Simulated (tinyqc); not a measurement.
# Chemically amplified photoresist: aerial image, acid generation, bake, development and line width, step by step

A worked calculation. Computed by tinyqc, a small Python program that keeps every step. Command: `OMP_NUM_THREADS=1 python tinyqc.py 3021208 3021209 out.jsonl resist walk`. One thread of a shared host (Intel(R) Xeon(R) Processor @ 2.30GHz), about 0.02 s of CPU time with the checks. Intermediate numbers are printed to about 6 digits and carried at full precision; extremes and crossings named in words are read from the listed rows.

Lines and spaces of pitch p with a two-beam-like image; x = 0 is the middle of the bright space. The resist is positive and treated as uniform in depth.

Inputs (values chosen for the exercise, for a model resist at 13.5 nm):

| quantity | value | unit |
|---|---|---|
| pitch p | 39 | nm |
| image contrast c | 0.56 | - |
| mean dose E | 10.1 | mJ/cm^2 |
| Dill parameter C | 0.047 | cm^2/mJ |
| quencher load q, relative to the acid generator | 0.19 | - |
| acid diffusivity D | 0.036 | nm^2/s |
| bake time t | 60 | s |
| amplification rate k_amp | 0.027 | 1/s |
| threshold protection m_th | 0.64 | - |
| development selectivity n | 20 | - |
| largest rate r_max | 220 | nm/s |
| smallest rate r_min | 0.039 | nm/s |
| resist thickness d | 33 | nm |
| development time t_d | 30 | s |
| photon energy | 91.84 | eV |
| absorption coefficient alpha | 6.5 | 1/um |

## Acid image and its blur

Dose E(x) = E [1 + c cos(2 pi x/p)]; acid h = 1 - exp(-C E(x)). Bake: the acid image is blurred by a Gaussian of variance sigma^2 = 2 D t (each Fourier term k of h, taken on 64 points, is multiplied by exp(-4 pi^2 k^2 D t/p^2)). Cosine coefficients: h(x) = sum_k h_k cos(2 pi k x/p).

diffusion length sigma = sqrt(2 D t) = 2.07846 nm

h_0 to h_4 before the bake: 0.366890  0.166832  -0.011055  0.000489  -0.000016

h_0 to h_4 after the blur: 0.366890  0.157736  -0.008834  0.000295  -0.000007

blur factor of the first harmonic = 0.945479

sigma/p = 0.053; the blur keeps 95 % of the modulation.

## From image to dissolution rate

The quencher then removes q, h_eff = max(h_blurred - q, 0); protection m = exp(-k_amp t h_eff). Mack rate r = r_max (a + 1)(1 - m)^n/(a + (1 - m)^n) + r_min, a = ((n + 1)/(n - 1))(1 - m_th)^n.

Across half a pitch:

| x/p | x (nm) | dose (mJ/cm^2) | blurred acid | protection m | rate (nm/s) |
|---|---|---|---|---|---|
| 0.00 | 0.00 | 15.7560 | 0.516080 | 0.589636 | 2.03637e+02 |
| 0.05 | 1.95 | 15.4792 | 0.509930 | 0.595540 | 1.98658e+02 |
| 0.10 | 3.90 | 14.6758 | 0.491685 | 0.613405 | 1.73855e+02 |
| 0.15 | 5.85 | 13.4245 | 0.462059 | 0.643563 | 9.37148e+01 |
| 0.20 | 7.80 | 11.8478 | 0.422539 | 0.686113 | 1.21659e+01 |
| 0.25 | 9.75 | 10.1000 | 0.375717 | 0.740180 | 3.31267e-01 |
| 0.30 | 11.70 | 8.3522 | 0.325530 | 0.802873 | 4.01691e-02 |
| 0.35 | 13.65 | 6.7755 | 0.277191 | 0.868273 | 3.90004e-02 |
| 0.40 | 15.60 | 5.5242 | 0.236646 | 0.927218 | 3.90000e-02 |
| 0.45 | 17.55 | 4.7208 | 0.209552 | 0.968823 | 3.90000e-02 |
| 0.50 | 19.50 | 4.4440 | 0.200018 | 0.983902 | 3.90000e-02 |

The dose varies by a factor 3.55 across the pattern and the rate by 5220.

## Space width and dose latitude

Edge: vertical development clears the film where r t_d >= d; the space width is twice the x where r = d/t_d. Dose sensitivity = d ln(width)/d ln E from widths at 1.005 E and E/1.005; image log-slope at the edge = |d ln E/dx|, normalised by the width (NILS); latitude for 10 % of width = 10 %/sensitivity.

space width = 18.3271 nm

dose sensitivity = 1.32733

NILS = 1.56350

dose latitude = 7.53393 %

At the same width a resist without blur would give a sensitivity 2/NILS = 1.279; the blur multiplies it by 1.04. Caution: lateral development, standing waves and the joint diffusion of acid and quencher are left out, so widths are indicative.

## Photon statistics at the edge

The edge lies at x = width/2. Absorbed photons per volume N = E(edge) alpha/(photon energy), 1 mJ/cm^2 = 62.41509 eV/nm^2, alpha in 1/nm; a Gaussian blur averages over a volume V = (2 sqrt(pi) sigma)^3; relative noise 1/sqrt(N V); edge noise sigma_x = (dh/d ln E) noise/|dh/dx|, with both derivatives of the blurred acid at the edge.

absorbed photons N = 0.0469732 1/nm^3

photons in the blur volume = 18.7884

edge noise from photons = 2.80591 nm

Caution: the noise counts photons alone (acid and quencher statistics add to it) and takes the film as thicker than the blur; a thinner film averages in two dimensions only.

## Blur against noise

For each sigma the edge is held at x = p/4; N is taken at the mean dose; edge noise = (dh/d ln E)/(sqrt(N V) |dh/dx|), both derivatives taken of the blurred acid, V = (2 sqrt(pi) sigma)^3, N = E alpha/(photon energy), 1 mJ/cm^2 = 62.41509 eV/nm^2.

Trade-off:

| sigma/p | sigma (nm) | blur factor | photons in V | edge noise (nm) |
|---|---|---|---|---|
| 0.02 | 0.78 | 0.992135 | 9.43172e-01 | 11.4770 |
| 0.04 | 1.56 | 0.968911 | 7.54538e+00 | 4.1283 |
| 0.07 | 2.73 | 0.907808 | 4.04385e+01 | 1.8759 |
| 0.10 | 3.90 | 0.820869 | 1.17897e+02 | 1.1963 |
| 0.14 | 5.46 | 0.679167 | 3.23508e+02 | 0.8592 |
| 0.18 | 7.02 | 0.527530 | 6.87573e+02 | 0.7523 |
| 0.22 | 8.58 | 0.384667 | 1.25536e+03 | 0.7609 |
| 0.27 | 10.53 | 0.237168 | 2.32056e+03 | 0.9067 |
| 0.33 | 12.87 | 0.116531 | 4.23685e+03 | 1.3654 |

The noise is least near sigma/p = 0.18 among these rows. More diffusion averages over more photons (noise falls as sigma^(-3/2)) until it erases the image slope (factor exp(-2 pi^2 sigma^2/p^2)); for a pure cosine the two balance at sigma/p = sqrt(3/8)/pi = 0.195. Caution: for a film thinner than the blur the noise falls as 1/sigma only, and the optimum moves to sigma/p = 1/(2 pi) = 0.159. Caution: rows with under about ten photons in V are beyond a Gaussian noise estimate.

Checks made by the program: sensitivity 2/NILS in the limit of no diffusion (relative difference 2e-06).
